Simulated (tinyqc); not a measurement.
# Frequency dispersion of an accumulation capacitance by border traps, distributed model: effects of single changes

Traps spread evenly through the insulator exchange electrons with the semiconductor by tunnelling, with tau(x) = t0 exp(2 ka x) at depth x from the interface. The admittance per area Y seen at depth x obeys dY/dx = -Y^2/(i w eps0 eox) + q Nb ln(1 + i w tau)/tau, with Y(0) = i w Cs and w = 2 pi f; the gate sees Y(tox) = G + i w C. Working variable y = Y/(i w), in uF/cm^2. Cox = eps0 eox/tox.

Inputs (values chosen for the exercise); permittivity close to that of aluminium oxide:

| symbol | value | unit | meaning |
|---|---|---|---|
| eox | 8.43 |  | relative permittivity of the insulator |
| tox | 3.3 | nm | insulator thickness |
| Cs | 2.8 | uF/cm^2 | semiconductor capacitance in accumulation |
| Nb | 1.2e20 | cm^-3 eV^-1 | density of border traps |
| ka | 3.8 | 1/nm | decay constant of the wave function in the insulator |
| t0 | 2e-9 | s | time constant of a trap at the interface |
| f | 1e5 | Hz | frequency |

Constants: q = 1.602176634e-19 C, eps0 = 8.8541878128e-14 F/cm where lengths are in cm. Results are converted to the units shown.

Each table varies one quantity; the others keep the values above.

## Capacitance and loss against frequency

Cox; trap-free value 1/(1/Cox + 1/Cs); response depth d = ln(1/(w t0))/(2 ka), where w tau = 1; lumped estimate: all traps within d act as C_bt = q Nb d placed at d/2, so C = 1/{1/[1/(1/Cs + d/(2 eps0 eox)) + C_bt] + (tox - d/2)/(eps0 eox)}. C and G from a fine integration; dispersion -d C/d log10 f over C, from f times and over 1.1. For a broad spread of time constants G/w is close to -(pi/2) dC/d ln w.

The same in every row: trap-free C (uF/cm^2) = 1.251.

Capacitance and loss against frequency:

| f (Hz) | d (nm) | C (uF/cm^2) | G/w (uF/cm^2) | dispersion (% a decade) | -(pi/2) dC/d ln w (uF/cm^2) | lumped C (uF/cm^2) |
|---|---|---|---|---|---|---|
| 10 | 2.091 | 2.417 | 0.1726 | 10.38 | 0.1712 | 2.137 |
| 100 | 1.788 | 2.187 | 0.1446 | 9.619 | 0.1435 | 1.988 |
| 1000 | 1.485 | 1.993 | 0.1237 | 9.037 | 0.1229 | 1.849 |
| 10000 | 1.182 | 1.825 | 0.1080 | 8.624 | 0.1074 | 1.718 |
| 1e5 | 0.8789 | 1.676 | 0.09630 | 8.379 | 0.09581 | 1.594 |
| 1e6 | 0.5759 | 1.542 | 0.08778 | 8.321 | 0.08755 | 1.473 |
| 1e7 | 0.2729 | 1.418 | 0.08037 | 8.505 | 0.08228 | 1.356 |

C falls from 2.417 to 1.418 uF/cm^2, towards the trap-free 1.251; each decade of frequency removes ln 10/(2 ka) = 0.303 nm from the response depth. The dispersion goes from 10.4 through a minimum of 8.32 (at f = 1e6 Hz among the rows listed) to 8.50 % a decade and G/w falls from 0.173 to 0.0804 uF/cm^2. G/w lies between 0.977 and 1.01 times -(pi/2) dC/d ln w, the relation for a broad spread of time constants.

## Effect of the semiconductor capacitance in accumulation

Same model as above.

The same in every row: d (nm) = 0.8789.

Effect of the semiconductor capacitance in accumulation:

| Cs (uF/cm^2) | C (uF/cm^2) | G/w (uF/cm^2) | dispersion (% a decade) | -(pi/2) dC/d ln w (uF/cm^2) | lumped C (uF/cm^2) | trap-free C (uF/cm^2) |
|---|---|---|---|---|---|---|
| 0.2 | 1.233 | 0.1568 | 18.43 | 0.1550 | 1.095 | 0.1838 |
| 0.39 | 1.285 | 0.1489 | 16.81 | 0.1474 | 1.155 | 0.3326 |
| 0.75 | 1.371 | 0.1364 | 14.45 | 0.1351 | 1.252 | 0.5632 |
| 1.4 | 1.495 | 0.1192 | 11.61 | 0.1184 | 1.392 | 0.8648 |
| 2.8 | 1.676 | 0.09630 | 8.379 | 0.09581 | 1.594 | 1.251 |
| 5.4 | 1.864 | 0.07534 | 5.899 | 0.07500 | 1.798 | 1.594 |
| 10 | 2.020 | 0.05997 | 4.327 | 0.05961 | 1.967 | 1.845 |
| 20 | 2.149 | 0.04866 | 3.289 | 0.04822 | 2.104 | 2.032 |

Read the table: what changes, and by how much?

As Cs goes from 0.2 to 20, C rises from 1.23 to 2.15 uF/cm^2, the dispersion falls from 18.4 to 3.29 % a decade and G/w falls from 0.157 to 0.0487 uF/cm^2. The lumped estimate is 11 % below C in the first row and 2.1 % below it in the last. The same traps disperse C more when Cs is small, since they then add to the weaker series term.

Program tinyqc, `OMP_NUM_THREADS=1 python tinyqc.py 2202012 2202013 out.jsonl`; Intel Xeon 2.30GHz, shared host, one thread, about 0.4 s.
